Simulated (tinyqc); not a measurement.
Chip with leakage that grows with temperature, electro-thermal loop and runaway: effect of the temperature-independent switching power.

One temperature T for the device, T = T0 + Rth P(T), with P(T) = Pd + Pl (T/300 K)^2 exp[(q Ea/kB)(1/(300 K) - 1/T)]. The loop gain is Rth dP/dT; a solution is thermally stable when it is below one.

P'(T) = (P - Pd)(2/T + q Ea/(kB T^2)), G = Rth P'. T is the lowest solution and Tu the next, unstable one.

Parameters, values chosen for the exercise:
- T0 = 320 K (ambient temperature)
- Pl = 0.00696 W (leakage power at 300 K)
- Ea = 0.35 eV (activation energy of the leakage)
- Rth = 81 K/W (thermal resistance)

Constants: q = 1.602176634e-19 C, kB = 1.380649e-23 J/K. Results are converted to the units shown.

Result of one run:

| T (K) | P (W) | G | Tu (K) |
|---|---|---|---|
| 335.05 | 0.18578 | 0.12216 | 451.17 |

Which temperature-independent switching power Pd gave this result: 0.15, 0.2, 0.33 or 0.43 W?

Pd = 0.15 W.

The whole series:

| Pd (W) | T (K) | P (W) | G | Tu (K) |
|---|---|---|---|---|
| 0.15 | 335.05 | 0.18578 | 0.12216 | 451.17 |
| 0.2 | 339.72 | 0.24346 | 0.14461 | 448.97 |
| 0.26 | 345.51 | 0.31492 | 0.17711 | 446.10 |
| 0.33 | 352.60 | 0.40245 | 0.22500 | 442.36 |
| 0.43 | 363.71 | 0.53959 | 0.32136 | 435.92 |
| 0.56 | 382.17 | 0.76753 | 0.55542 | 423.34 |

As Pd goes from 0.15 to 0.56 W, T rises from 335.0 to 382.2 K, the power rises from 0.186 to 0.768 W and the loop gain rises from 0.122 to 0.555. The gap between the stable and unstable solutions goes from 116 to 41.2 K. At Pd = 0.73 W no solution is left within 900 K of T0: thermal runaway.

tinyqc, about 0.01 s, one thread, Intel Xeon 2.30GHz (shared host): `OMP_NUM_THREADS=1 python tinyqc.py 2520008 2520009 out.jsonl`
